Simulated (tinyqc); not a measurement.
Inside a calculation. Model: programming of a floating-gate cell by Fowler-Nordheim tunnelling.

Computed by the program tinyqc: `OMP_NUM_THREADS=1 python tinyqc.py 2130021 2130022 out.jsonl`, one thread of a shared Intel Xeon 2.30GHz, about 0.01 s for the whole run. Printed values are rounded.

Per tunnel area the floating gate has Ctun = 3.9 eps0/tox to the channel (0 V) and Ccg to the control gate, Ct = Ctun/(1 - ag), no other coupling. With the threshold shift U = -Q/Ccg the field is F = ag (Vg - U)/tox, and dU/dt = J/Ccg. Fowler-Nordheim: J = A F^2 exp(-B/F), A = q^2/(16 pi^2 hbar mo phi) (times 1e14 for A/cm^2 with F in V/nm, emitter mass m0), B = (4/3) sqrt(mo/C) phi^1.5, C = hbar^2/(2 m0).

Values chosen for this exercise; oxide values close to those of silicon dioxide: tunnel barrier phi = 3.1 eV; tunnelling mass mo = 0.47 m0; tunnel oxide thickness tox = 9.3 nm; coupling ratio Ccg/Ct ag = 0.5; tunnel area ar = 730 nm^2; threshold shift at the start Vt0 = -2.7 V; control-gate voltage Vg = 21.1 V; time step dt = 0.49 us; steps n = 10.

Constants: q = 1.602176634e-19 C, hbar = 1.054571817e-34 J s, m0 = 9.1093837015e-31 kg, eps0 = 8.8541878128e-14 F/cm where lengths are in cm, hbar^2/(2 m0) = 0.0380998212 eV nm^2. Results are converted to the units shown.

Range of the model: Programming fields of 10 MV/cm and more wear the oxide; trapping and the channel potential are ignored.

## Constants of the cell

A, B, Ccg = ag Ct, the starting field and current, K = A B ag/(Ccg tox), and the knee time t0 = exp(B/F(0))/K.

A = 1.05795e8 A cm^-2 (V/nm)^-2
B = 25.5605 V/nm
Ccg = 0.371305 uF/cm^2
F(0) = 1.27957 V/nm
J(0) = 0.365766 A/cm^2
K = 3.91553e14 1/s
t0 = 1.20948 us
electrons for 1 V of shift = 16.9178

## Explicit time steps against the exact solution

U(new) = U + dt J(F(U))/Ccg. Exact: exp(B/F(t)) = exp(B/F(0)) + K t, K = A B ag/(Ccg tox), and U = Vg - tox F/ag.

```
step	t (us)	F (V/nm)	J (A/cm^2)	U by steps (V)	U exact (V)
0	0	1.27957	0.365766	-2.70000	-2.70000
1	0.49	1.25362	0.232176	-2.21731	-2.30154
2	0.98	1.23715	0.172354	-1.91091	-2.01331
3	1.47	1.22492	0.137472	-1.68346	-1.78858
4	1.96	1.21516	0.114428	-1.50204	-1.60500
5	2.45	1.20705	0.0980086	-1.35104	-1.45019
6	2.94	1.20009	0.0856954	-1.22170	-1.31658
7	3.43	1.19401	0.0761103	-1.10861	-1.19922
8	3.92	1.18861	0.0684335	-1.00817	-1.09470
9	4.41	1.18376	0.0621451	-0.91786	-1.00057
10	4.9	1.17935	0.0568991	-0.83585	-0.91501
```

The steps run ahead by 84.2 mV after the first and 79.2 mV after the last, as each uses the larger current of its start; the step is 0.41 of the knee time t0. The overshoot lowers the field, so later steps gain less than the exact curve and the error ends smaller than after the first step.
